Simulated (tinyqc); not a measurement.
Inversion layer as a triangular well, valleys of the Ge type, step by step. Values are carried at full precision from step to step, so a last printed digit may differ when a step is redone from the rounded ones.

Four ellipsoidal valleys (eight halves) with their long axes along <111>, mass ml along the axis and mt across it. For a valley whose axis makes the angle theta with the surface normal, 1/m_z = cos^2(theta)/ml + sin^2(theta)/mt sets the confinement; in the plane the masses are m_1 = mt and m_2 = ml mt/m_z, and m_d = sqrt(m_1 m_2). The Gamma and Delta valleys are left out; the heavy Delta valleys, about 0.18 eV up, can lie lowest under strong confinement.

Constants: e^2/(4 pi eps0) = 14.39964547 eV angstrom; hbar^2/2m0 = 3.80998211 eV angstrom^2; kB = 8.617333262e-05 eV/K.

Parameters, chosen for this exercise (near those of Ge; not measured data): ml = 1.617 m0 (longitudinal mass); mt = 0.083 m0 (transverse mass); face = 111 (surface); eps = 15.7 (dielectric constant); Ns = 5.5 x 1e12/cm^2 (electron sheet density); Nd = 0.82 x 1e12/cm^2 (depletion charge); eta = 0.75 (share of Ns in the effective field); T = 150 K (temperature); tox = 24 angstrom (SiO2-equivalent oxide thickness).

## Valley masses on the (111) face

Group the valleys by their angle to the normal, heaviest m_z first.

Valleys (masses in m0):
```
valleys g  cos^2(theta)     m_z     m_1     m_2     m_d
1                1.0000  1.6170  0.0830  0.0830  0.0830
3                0.1111  0.0928  0.0830  1.4466  0.3465
```

The single valley with the heaviest m_z will give the lowest ladder of subbands.

## Effective field

The field is taken as constant, e F = 4 pi (e^2/4 pi eps0)(Nd + eta Ns)/eps, with 1e12/cm^2 = 1e-4/angstrom^2, and the oxide as a hard wall at z = 0; c = hbar^2/2m0.

Find e F, and F in MV/cm (1 MV/cm = 0.01 V/angstrom).

e F = 0.00569939 eV/angstrom
F = 0.5699 MV/cm

## Subband ladders

Level j of a valley lies at E_j = a_j (c (e F)^2/m_z)^(1/3) above the band edge at the surface, with the Airy zeros a_j = 2.338107, 4.087949, 5.520560, 6.786708, 7.944134, 9.022651, 10.040174, 11.008524, 11.936016, 12.828777, and has <z> = 2 E_j/(3 e F).

The ten lowest levels of all groups of valleys together, j = 0, 1, ..., c = hbar^2/2m0; primes mark the groups with lighter m_z.

Subbands:
```
label  valleys g  m_d (m0)  E (eV)  <z> (angstrom)
0              1    0.0830  0.0993           11.61
1              1    0.0830  0.1736           20.30
2              1    0.0830  0.2344           27.42
0'             3    0.3465  0.2574           30.11
3              1    0.0830  0.2881           33.71
4              1    0.0830  0.3373           39.45
5              1    0.0830  0.3831           44.81
6              1    0.0830  0.4263           49.86
1'             3    0.3465  0.4500           52.64
7              1    0.0830  0.4674           54.67
```

The second subband is 1, 74.3 meV above the first.

## Fermi level and populations

Subband i holds n_i = g m_d/(2 pi c) kB T ln(1 + exp((EF - E_i)/kB T)) (spin included), and EF is fixed by sum n_i = Ns over the levels listed or, where none are listed, over j = 0 to 9 of each group; 1e12/cm^2 = 1e-4/angstrom^2.

Solve for EF; c = hbar^2/2m0. The mean distance is sum n_i <z>_i/Ns.

EF = 0.2120 eV

Populations:
```
label  (EF - E)/kB T  n (1e12/cm^2)  share (%)
0               8.72          3.907       71.0
1               2.97          1.354       24.6
2              -1.73          0.073        1.3
0'             -3.51          0.165        3.0
3              -5.89          0.001        0.0
4              -9.70          0.000        0.0
5             -13.24          0.000        0.0
6             -16.58          0.000        0.0
1'            -18.42          0.000        0.0
7             -19.76          0.000        0.0
```

mean distance from the surface = 14.52 angstrom

The lowest subband holds 71.0 % of the electrons and is degenerate (EF more than 2 kB T above its edge).

## Effect on the gate capacitance

The charge sits at the mean distance <z> from the surface, which adds (3.9/eps) <z> to the oxide thickness; C/Cox = tox/(tox + 3.9 <z>/eps). The density-of-states term is left out.

added thickness = 3.61 angstrom
C/Cox = 0.869

## Checks

- Lowest level by finite differences against the Airy formula, eV: both 0.0993.

Computed by tinyqc, a small Python program: `OMP_NUM_THREADS=1 python tinyqc.py 1250519 1250520 out.jsonl` (the numbers bound the seed that draws the inputs); one thread of a shared host (Intel(R) Xeon(R) Processor @ 2.30GHz), about 0.03 s for the whole set of steps.
